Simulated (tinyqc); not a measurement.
Voltage drop against the resistance from a pad node to the supply.

A grid of 17 by 17 nodes with segments Rx (rows) and Ry (columns); every node draws I1 and the central node kh I1; pads with resistance Rp sit at the nodes whose row and column are multiples of the pitch, counting from 0. The drops u = Vdd - V follow from G u = i, with G the conductance matrix and i the load currents, solved directly. Here the pitch is 8.

Values chosen for this exercise:
- Vdd = 0.8 V (supply voltage)
- Rx = 0.25 ohm (resistance of a horizontal segment)
- Ry = 0.79 ohm (resistance of a vertical segment)
- kh = 8 (factor on the load at the hot node)
- I1 = 1.2 mA (load current of a node in the large grid)

Result of one run:
```
Rp (ohm)	pads	worst drop (mV)	mean drop (mV)	largest drop at a pad (mV)	largest pad current (mA)	worst drop over Vdd (%)
0.017	9	14.49	11.42	1.274	74.97	1.811
```

What becomes of these results when the resistance from a pad node to the supply Rp is changed from 0.017 to 0.0041 ohm, all else the same?

Result of the changed run:
```
Rp (ohm)	pads	worst drop (mV)	mean drop (mV)	largest drop at a pad (mV)	largest pad current (mA)	worst drop over Vdd (%)
0.0041	9	13.89	10.84	0.3138	76.55	1.737
```

The whole series:
```
Rp (ohm)	pads	worst drop (mV)	mean drop (mV)	largest drop at a pad (mV)	largest pad current (mA)	worst drop over Vdd (%)
0.0041	9	13.89	10.84	0.3138	76.55	1.737
0.0082	9	14.08	11.02	0.6234	76.03	1.760
0.017	9	14.49	11.42	1.274	74.97	1.811
0.033	9	15.22	12.12	2.416	73.20	1.902
0.066	9	16.69	13.56	4.626	70.09	2.087
0.13	9	19.51	16.30	8.517	65.52	2.438
0.26	9	25.16	21.74	15.49	59.58	3.145
```

The worst drop rises from 13.9 to 25.2 mV and the mean drop rises from 10.8 to 21.7 mV. The worst drop goes as Rp^(0.02) between the first two rows and Rp^(0.37) between the last two. The central node is itself a pad.

tinyqc, about 0.1 s, one thread, Intel Xeon 2.30GHz (shared host): `OMP_NUM_THREADS=1 python tinyqc.py 2770141 2770142 out.jsonl`
